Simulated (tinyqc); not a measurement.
# Permittivity of the insulator from five potentials

Question. A node lies on a semiconductor-insulator interface. Steps: hs = tb/2 down into the semiconductor, ho = tox/2 up into the insulator, hy = L/5 sideways. The flux balance of its box reads eox (hy/ho)(above - node) + eps_r (hy/hs)(below - node) + [(eps_r hs + eox ho)/(2 hy)](left + right - 2 node) - q Na (hs/2) hy/eps0 = 0. Find eox.

Values chosen for this exercise; semiconductor permittivity made up:
```
symbol,value,unit,meaning
eps_r,14.9,,relative permittivity of the semiconductor
tb,5,nm,half the body thickness
tox,5.7,nm,insulator thickness
L,46,nm,channel length
Na,2.2e17,cm^-3,acceptor density of the depleted body
```

Constants: q = 1.602176634e-19 C, eps0 = 8.8541878128e-14 F/cm where lengths are in cm. Results are converted to the units shown.

psi (V): node 0.13733680, above 0.095322092, below 0.16296477, left 0.5, right 0.073699744

Answer. The balance is linear in eox.

eox = 22.00

Computed by the program tinyqc: `OMP_NUM_THREADS=1 python tinyqc.py 2480132 2480133 out.jsonl`, one thread of a shared Intel Xeon 2.30GHz, about 0.2 s for the whole run.
